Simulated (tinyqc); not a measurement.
# From velocity at theta = 1 back to boundary layer delta

Model: bottom-up copper filling of a trench by curvature-enhanced accelerator coverage. Computed by tinyqc, a small Python program. Command: `OMP_NUM_THREADS=1 python tinyqc.py 3024588 3024589 out.jsonl superfill inv`. One thread of a shared host (Intel(R) Xeon(R) Processor @ 2.30GHz), about 0.2 s of CPU time with the checks.

A rectangular trench keeps vertical walls and a flat floor. An accelerator floats on the surface; where area is lost in the corners it is passed on to the floor.

Inputs (values chosen for the exercise, close to those used for damascene copper plating):

| quantity | value | unit |
|---|---|---|
| exchange current of the suppressed surface i_0 | 0.04 | mA/cm^2 |
| exchange current of the accelerated surface i_1 | 1.8 | mA/cm^2 |
| transfer coefficient alpha | 0.39 | - |
| overpotential eta | 0.096 | V |
| starting coverage theta_0 | 0.069 | - |
| cupric ion concentration C | 0.43 | mol/l |
| diffusivity D | 3.6e-06 | cm^2/s |
| temperature T | 298 | K |

Constants: e = 1.602176634e-19 C; N_A = 6.02214076e+23 1/mol; k_B = 8.617333262e-05 eV/K.

Method. Kinetic current i_k = [i_0 (1 - theta) + i_1 theta] exp(alpha eta/(k_B T)), limit i_L = 2 F D C/delta, i = 1/(1/i_k + 1/i_L); velocity v = i Omega/(2F), Omega = 7.11 cm^3/mol, F = e N_A. Depletion inside the trench is ignored.

Problem. A run gave the result below. Find the boundary layer delta, known to lie between 55 and 110 um.

velocity at theta = 1 = 2.413537 nm/s

Solution.

Each step takes the trial c = (a f_b - b f_a)/(f_b - f_a), f being the result less the target and a, b, c the logarithms of the listed values; c replaces end b, the old b replaces a if the sign of f changed, and otherwise f_a is halved.

Scan of the range:

| boundary layer delta (um) | velocity at theta = 1 (nm/s) |
|---|---|
| 55.0 | 2.49466 |
| 61.7 | 2.45735 |
| 69.3 | 2.41635 |
| 77.8 | 2.37208 |
| 87.3 | 2.32449 |
| 98.0 | 2.27312 |
| 110.0 | 2.21815 |

False position (Illinois rule, in the logarithm of the input) inside the bracket:

| step | end a | end b | trial | velocity at theta = 1 (nm/s) |
|---|---|---|---|---|
| 1 | 69.3000 | 77.8000 | 69.8106 | 2.41364 |
| 2 | 77.8000 | 69.8106 | 69.8293 | 2.41354 |
| 3 | 77.8000 | 69.8293 | 69.8307 | 2.41353 |
| 4 | 69.8293 | 69.8307 | 69.8300 | 2.41354 |

velocity at theta = 1 falls at every point of a 13-point scan of the range (every second point is shown), so one value fits; it is bracketed by 69.3 and 77.8. Answer: boundary layer delta = 69.83 um.
